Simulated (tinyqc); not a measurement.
# Composition from the perpendicular lattice constant

Question. The layer is x parts of the first compound and 1 - x of the second, grown coherently on the second as substrate and barrier. Rows of the table: lattice constant a, average valence level Ea on an absolute scale, spin-orbit splitting so, gaps at Gamma, X and L, hydrostatic deformation potentials av and ac (Gamma), shear potential b, elastic constants, electron and heavy-hole (along z) masses. All are interpolated linearly in x; gaps get -C x (1 - x), taken wholly in the conduction band; real line-ups can differ from this model by 0.1 eV or more. In-plane strain e = (a_substrate - a)/a, e_z = -2 (c12/c11) e, volume change 2 e + e_z. X-ray diffraction gives a_z = a (1 + e_z) of the coherent layer. Find x, e and the relaxed Gamma gap.

Values chosen for this exercise:
```
symbol  value  unit                  meaning
CG      0.477    eV  bowing of the Gamma gap
CX        1.4    eV      bowing of the X gap
CL       0.33    eV      bowing of the L gap
```

Binary compounds, values chosen for the exercise:
```
              close to InAs  close to GaAs
a (angstrom)          6.058          5.653
Ea (eV)               -6.67          -6.92
so (eV)               0.377          0.335
EG (eV)               0.359           1.41
EX (eV)                1.35           1.89
EL (eV)                1.06           1.69
av (eV)               0.997           1.16
ac (eV)               -5.08          -7.19
b (eV)                -1.79           -1.7
c11 (GPa)              82.4            118
c12 (GPa)              44.6           53.7
me (m0)              0.0232         0.0675
mh (m0)               0.328          0.354
```

lattice constant along the growth direction = 5.69959583 angstrom

Answer. a_z changes steadily with x, about (1 + 2 c12/c11) times as fast as the relaxed lattice constant, so one composition matches.

x = 0.06000
e = -0.4280 %
relaxed Gamma gap = 1.320 eV

Computed by the program tinyqc: `OMP_NUM_THREADS=1 python tinyqc.py 2690062 2690063 out.jsonl`, one thread of a shared Intel Xeon 2.30GHz, about 0.01 s for the whole run.
